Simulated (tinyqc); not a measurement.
Type-II superlattice in the two-band Kane model: sweeps and comparisons. A value that a table varies takes the place of the one given here.

Motion along the axis, period d = a + b, c = hbar^2/2m0. Conduction and light-hole bands couple: (E - Ec)(E - Ev) = Ep c k^2 in each layer, with mass m(E) = (E - Ev)/Ep, which may be negative. The conduction envelope psi and psi'/m(E) are continuous; a layer carries them by [[cos kt, (m/k) sin kt], [-(k/m) sin kt, cos kt]] (cosh and sinh for k^2 < 0), and cos(q d) = tr(M_B M_A)/2. C1 is the first miniband above EvB, with its bottom at tr/2 = +1 and its top at -1; the gap is the bottom of C1 less the top heavy-hole level HH1.

Heavy holes are uncoupled: with e = EvB - E, p = sqrt(mhB e/c), w = sqrt(mhA (EvB - EvA - e)/c), the top level HH1 at q = 0 solves (p/mhB) tan(p b/2) = (w/mhA) tanh(w a/2).

Constants: hbar^2/2m0 = 3.80998211 eV angstrom^2; hc = 1239.841984 eV nm.

Values chosen for the exercise (near those of an InAs/GaSb superlattice; the results hold for these values, not for the real material): b = 29 angstrom (layer B); EcA = 0 eV (conduction edge of A); EvA = -0.409 eV (valence edge of A); EcB = 0.933 eV (conduction edge of B); EvB = 0.125 eV (valence edge of B); EpA = 14.4 eV (coupling energy in A); EpB = 18.3 eV (coupling energy in B); mhA = 0.35 m0 (heavy hole in A); mhB = 0.28 m0 (heavy hole in B); As = (18, 26, 39, 44, 55, 66, 74) angstrom (widths of layer A); a = 28 angstrom (layer A).

## Width of layer A

Bottom of C1 (tr/2 = +1, above EvB), HH1, the gap and hc/gap; widths at which C1 no longer starts above EvB are left out.

Results:

| a (angstrom) | C1 (eV) | HH1 (eV) | gap (meV) | cut-off (micrometre) |
|---|---|---|---|---|
| 18 | 0.4849 | 0.0450 | 439.9 | 2.82 |
| 26 | 0.3736 | 0.0433 | 330.2 | 3.75 |
| 39 | 0.2592 | 0.0430 | 216.3 | 5.73 |
| 44 | 0.2288 | 0.0429 | 185.9 | 6.67 |
| 55 | 0.1782 | 0.0429 | 135.3 | 9.17 |
| 66 | 0.1426 | 0.0429 | 99.6 | 12.44 |

From a = 18 to 66 angstrom C1 falls by 342 meV while HH1 moves by -2.0 meV, so layer A tunes the gap, from 440 to 100 meV. The cut-off shifts by 0.117 micrometre per angstrom at the thin end and 0.298 at the thick end: long wavelengths need tight control of the thickness.

## One band or two

Bottom of C1. One band: (k/mA) tan(k a/2) = (kappa/mB) tanh(kappa b/2) with the edge masses (Ec - Ev)/Ep and barrier EcB - EcA. Second row: mA replaced by m(E). The last column is measured against two bands.

Results:

| model | C1 (eV) | gap (meV) | error (meV) |
|---|---|---|---|
| one band, edge masses | 0.3480 | 304.8 | -3.6 |
| m(E) in A only | 0.3139 | 270.7 | -37.7 |
| two bands | 0.3516 | 308.4 | 0.0 |

mA = 0.0284 m0
mB = 0.0442 m0

With edge masses C1 errs by -4 meV, 1 % of the gap. The heavier m(E) in A changes it by -34 meV; the treatment of B changes it by +38 meV, since C1 lies 227 meV above the valence edge of B, where its mass is 0.0124 instead of 0.0442.

## What each parameter does

Bottom and width of C1, HH1 and the gap. Each row changes one parameter from the base and keeps the others.

Results:

| case | C1 (eV) | width (meV) | HH1 (eV) | gap (meV) |
|---|---|---|---|---|
| base | 0.3516 | 129.0 | 0.0432 | 308.4 |
| a = 25 angstrom | 0.3853 | 143.2 | 0.0434 | 341.9 |
| b = 26 angstrom | 0.3393 | 149.8 | 0.0298 | 309.6 |
| EvB = 0.105 eV | 0.3502 | 125.3 | 0.0241 | 326.1 |
| EcB = 0.983 eV | 0.3619 | 120.2 | 0.0432 | 318.7 |
| EvA = -0.439 eV | 0.3486 | 126.8 | 0.0419 | 306.7 |
| EpA = 15.6 eV | 0.3576 | 135.2 | 0.0432 | 314.4 |
| mhB = 0.32 m0 | 0.3516 | 129.0 | 0.0483 | 303.3 |

The largest shifts from the base row, up to three for each result and ties (the steps differ in size, so this ranks the rows, not the parameters). C1 (eV): a +0.0337, b -0.0123, EcB +0.0103; unchanged at the printed digits by mhB. width (meV): b +20.8, a +14.2, EcB -8.8; unchanged at the printed digits by mhB. HH1 (eV): EvB -0.0191, b -0.0134, mhB +0.0051; unchanged at the printed digits by EcB and EpA. gap (meV): a +33.5, EvB +17.7, EcB +10.3.

(tinyqc, `OMP_NUM_THREADS=1 python tinyqc.py 1280097 1280098 out.jsonl`, Intel(R) Xeon(R) Processor @ 2.30GHz, 1 thread, shared host, about 0.04 s.)
